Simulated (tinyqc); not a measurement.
Sublattice potential against complex hopping: Haldane model. Computed by the program tinyqc. H_AA = delta - 2 t2 sum cos(k.b + phi), H_BB = -delta - 2 t2 sum cos(k.b - phi), H_AB = -t1 (1 + exp(-i k.a1) + exp(-i k.a2)), b = a1, a2 - a1, -a2, m = 3 sqrt3 t2 sin(phi); the sign of the Chern number follows the orientation k1 then k2.

Honeycomb lattice:
```
parameter      value
t1 (eV)     2.430000
t2 (eV)     0.380000
phi (rad)  -1.440000
```

Gaps at the two valleys (eV) and Chern number of the lower band (12 x 12 mesh):
```
delta    gap 2|delta - m|  gap 2|delta + m|  Chern number
-3.5240            3.1327           10.9633             0
-2.5450            1.1747            9.0053             0
-1.1750            1.5653            6.2653             1
0.0000             3.9153            3.9153             1
0.7830             5.4813            2.3493             1
1.4680             6.8513            0.9793             1
2.4470             8.8093            0.9787             0
3.9150            11.7453            3.9147             0
```

What does the comparison show, and why?

Here |m| = 1.9577 eV. For |delta| < |m| the two valleys have masses of opposite sign and the Chern number is +/-1; one gap closes at |delta| = |m|, and beyond it the band is trivial.
